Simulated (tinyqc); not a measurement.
Brillouin zone and empty-lattice bands of the fcc structure: sweeps and comparisons. A value that a table varies takes the place of the one given here.

Primitive vectors a (0,1/2,1/2), a (1/2,0,1/2), a (1/2,1/2,0); one atom. Reciprocal vectors obey a_i.b_j = 2 pi delta_ij; k is given in units of 2 pi/a. Empty-lattice levels are c0 (2 pi/a)^2 |k + G|^2, c0 = hbar^2/2m0. Points: X = (1, 0, 0), L = (0.5, 0.5, 0.5), K = (0.75, 0.75, 0), W = (1, 0.5, 0), U = (1, 0.25, 0.25).

Constants: hbar^2/2m0 = 3.80998211 eV angstrom^2.

Values chosen for the exercise (out of a larger set: lattice near that of Au; not measured data): a = 4.093 angstrom (lattice constant).

## Electron counts at which the sphere reaches the zone

Z = V kF^3/(3 pi^2), V the volume of the primitive cell, with kF = |k| of each point.

Results:
```
point,|k| (2 pi/a),Z per atom,EF there (eV)
X,1.0000,2.094,8.978
L,0.8660,1.360,6.734
K,1.0607,2.499,10.101
W,1.1180,2.927,11.223
U,1.0607,2.499,10.101
```

What does this show?

The sphere first touches the zone at L, for Z = 1.360, and covers it at W, for Z = 2.927, while the zone itself holds 2 electrons per atom. These counts do not depend on a. First contact at 1.36 (fcc) and 1.48 (bcc) is the free-electron argument for the Hume-Rothery limits of brasses.

## Empty-lattice bands from Gamma to X

k = f x X; the eight lowest levels, degenerate ones repeated.

Levels (eV):
```
f,1,2,3,4,5,6,7,8
0.000,0.00,26.94,26.94,26.94,26.94,26.94,26.94,26.94
0.167,0.25,24.19,24.19,24.19,24.19,30.18,30.18,30.18
0.333,1.00,21.95,21.95,21.95,21.95,24.94,33.92,33.92
0.500,2.24,20.20,20.20,20.20,20.20,20.20,38.16,38.16
0.667,3.99,15.96,18.95,18.95,18.95,18.95,39.90,39.90
0.833,6.24,12.22,18.21,18.21,18.21,18.21,42.15,42.15
1.000,8.98,8.98,17.96,17.96,17.96,17.96,44.89,44.89
```

What does this show?

Band 1 is the parabola f^2 x 8.98 eV. The next levels start from the first shell of G at 26.94 eV; a branch falls at first if its G has a component against k, and branches cross. The second level ends at 8.98 eV and meets band 1 at the zone surface.

Program tinyqc; command `OMP_NUM_THREADS=1 python tinyqc.py 1880828 1880829 out.jsonl`; about 0.01 s on one thread of a shared Intel(R) Xeon(R) Processor @ 2.30GHz.
